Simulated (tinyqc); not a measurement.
## Weibull slope from two areas

Question. Oxide breakdown times follow a Weibull law, F = 1 - exp(-(t/t63)^beta). For defects spread at random t63 goes as A^(-1/beta). Find beta and the time at which the share Fp of the area-A2 devices has failed, t63(A2) (-ln(1 - Fp))^(1/beta).

Inputs (values chosen for the exercise):
- A1 = 140 um^2 (area of a test capacitor)
- A2 = 1.5e5 um^2 (gate area of the product)
- Fp = 1e-5 (allowed share of failed products)

t63 at the areas A1 and A2 (s): [1100, 83.020259]

Answer. beta = ln(A2/A1)/ln(t63(A1)/t63(A2)).

beta = 2.700
time to Fp = 1.168 s

Program tinyqc, `OMP_NUM_THREADS=1 python tinyqc.py 2070006 2070007 out.jsonl`; Intel Xeon 2.30GHz, shared host, one thread, about 0.01 s.
